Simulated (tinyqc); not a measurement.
Worked calculation: k.p theory built from an empirical-pseudopotential calculation at Gamma. Values are carried at full precision from step to step, so a last printed digit may differ when a step is redone from the rounded ones.

Empirical pseudopotential on the fcc lattice, atoms at +/- tau, tau = a (1,1,1)/8, no spin-orbit coupling. H(G,G') = c (2 pi/a)^2 |k + G|^2 delta + VS(q) cos(q.tau) + i VA(q) sin(q.tau), q = G - G', c = hbar^2/2m0; k and G in units of 2 pi/a; VS at |q|^2 = 3, 8, 11 and VA at 3, 4, 11, in rydberg, zero elsewhere. The basis is fixed: all 65 G with |G|^2 up to Gcut. Energies are counted from the fourth level at Gamma.

Constants: hbar^2/2m0 = 3.80998211 eV angstrom^2; Ry = 13.60569312 eV.

Inputs chosen for the exercise (near those of Si; not measured data):
```
symbol  value                 unit        meaning
a       5.437                 angstrom    lattice constant
VS      (-0.21, 0.039, 0.08)  Ry          symmetric form factors
VA      (0, 0, 0)             Ry          antisymmetric form factors
Gcut    16                    (2 pi/a)^2  largest |G|^2 of the fixed basis
```

## Levels at Gamma

Diagonalise H at k = 0 and group equal levels.

Multiplets at Gamma:
```
multiplet  degeneracy    E (eV)
1                   1  -12.7105
2                   3    0.0000
3                   3    3.3618
4                   1    3.8902
5                   1    7.4006
6                   2    7.9090
7                   3   12.3101
8                   1   14.1303
9                   3   27.5812
```

The lowest empty multiplet is a triplet at 3.362 eV; the lowest empty singlet (s-like) is multiplet 4.

## Mass of the s-like conduction level (multiplet 4)

For a multiplet A of d_A states, W(B) = (4 c/(3 d_A)) sum over n in A, m in B and i = x, y, z of |<n|G_i|m>|^2 (G in 1/angstrom, <n|G_i|m> = sum_G c_n(G)* G_i c_m(G)); the mean inverse mass of A is 1 + sum_B W(B)/(E_A - E_B). Multiplets with W = 0 are left out.

List the couplings (the first eight at most); W to the valence triplet is the Kane energy Ep.

Couplings:
```
multiplet B  degeneracy  E_B (eV)   W (eV)  W/(E_A - E_B)
2                     3    0.0000  21.2613         5.4654
7                     3   12.3101   0.0254        -0.0030
11                    3   29.0579   0.4860        -0.0193
19                    3   45.8593   0.1379        -0.0033
22                    3   46.6323   0.0346        -0.0008
25                    3   52.1473   0.0240        -0.0005
```

sum over the higher multiplets = 0
1/m = 6.4385

Ep = 21.26 eV. The valence triplet gives 5.47, all other levels together -0.03; m = 0.1553, against 0.1547 for two levels alone.

## Valence parameters

Fold all other levels onto the valence triplet: D(u) = c + 4 c^2 sum_m <n|u.G|m><m|u.G|n'>/(0 - E_m), in units of c. Along [100] its eigenvalues are L (once) and M (twice); along [111] (L + 2M + 2N)/3 (once) and (L + 2M - N)/3 (twice). Then g1 = -(L + 2M)/3, g2 = -(L - M)/6, g3 = -N/6.

eigenvalues along [100]: [-6.248, -3.620, -3.620]

eigenvalues along [111]: [-10.592, -1.448, -1.448]

L, M, N: [-6.248, -3.620, -9.144]

g1, g2, g3: [4.496, 0.438, 1.524]

With spin-orbit coupling added at fixed g1, g2, g3 and large against the hole energy these give heavy and light masses along [100] of 0.276 and 0.186. The s-like level alone adds Ep/(3E) = 1.82 to g1. Local form factors fix Ep and the gap only roughly, so these values can lie far from measured ones.

## Checks

- 1/m of the s-like level from the sum against the curvature of the band: both 6.438.
- L and M against the curvatures along [100]: largest relative difference 3.7e-07.

Run: tinyqc, `OMP_NUM_THREADS=1 python tinyqc.py 1051039 1051040 out.jsonl`; Intel(R) Xeon(R) Processor @ 2.30GHz, one thread, shared host; about 0.6 s of CPU time with all checks.
